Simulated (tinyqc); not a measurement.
Tuning the antireflection layer: standing waves and exposure in a photoresist film.

Normal incidence from air. Unexposed resist: N1 = n1 + i k1 with k1 = (A + B) lam/(4 pi), lam in micrometres. r01 = (1 - N1)/(1 + N1), t01 = 2/(1 + N1). Below the resist lie the layer Na = na + i ka and the substrate Ns = ns + i ks: r12 = (r1a + ras x)/(1 + r1a ras x), x = exp(4 pi i Na da/lam), r1a = (N1 - Na)/(N1 + Na), ras = (Na - Ns)/(Na + Ns). With p = exp(2 pi i N1 d/lam), the field at depth z is E(z) = t01 [exp(2 pi i N1 z/lam) + r12 p^2 exp(-2 pi i N1 z/lam)]/(1 + r01 r12 p^2), the relative intensity I(z) = n1 |E(z)|^2 and the reflectance R = |(r01 + r12 p^2)/(1 + r01 r12 p^2)|^2.

Parameters, chosen for this exercise (a resist on W, indices near tabulated ones; shifted at random, so the results belong to these values and not to a real crystal): lam = 248 nm (vacuum wavelength); n1 = 1.752 (resist index); A = 0.03 1/micrometre (bleachable absorption (Dill A)); B = 0.6 1/micrometre (fixed absorption (Dill B)); d = 266 nm (resist thickness); ns = 3.373 (substrate n); ks = 2.777 (substrate k); na = 1.851 (n of the bottom antireflection layer); ka = 0.415 (its k).

da takes the values listed; the contrast is (Imax - Imin)/(Imax + Imin) over the lowest period of the resist (60 depths).

Results:
```
da (nm)  |r12|^2  contrast
0         0.3017     0.824
10        0.2530     0.784
20        0.1432     0.644
30        0.0475     0.405
40        0.0073     0.176
50        0.0124     0.228
60        0.0339     0.340
75        0.0444     0.384
90        0.0208     0.266
110       0.0048     0.123
140       0.0191     0.254
```

What does the comparison show, and why?

|r12|^2 starts at 0.3017 and is lowest, 0.0048, at 110 nm of those listed, where the contrast is 0.123 against 0.824. The contrast follows 2|r|/(1 + |r|^2), so even |r12|^2 = 0.01 leaves about 0.2. Values below 0.01 occur at 40 and 110 nm.

tinyqc: `OMP_NUM_THREADS=1 python tinyqc.py 1652084 1652085 out.jsonl`; about 0.01 s, one thread, shared Intel(R) Xeon(R) Processor @ 2.30GHz.
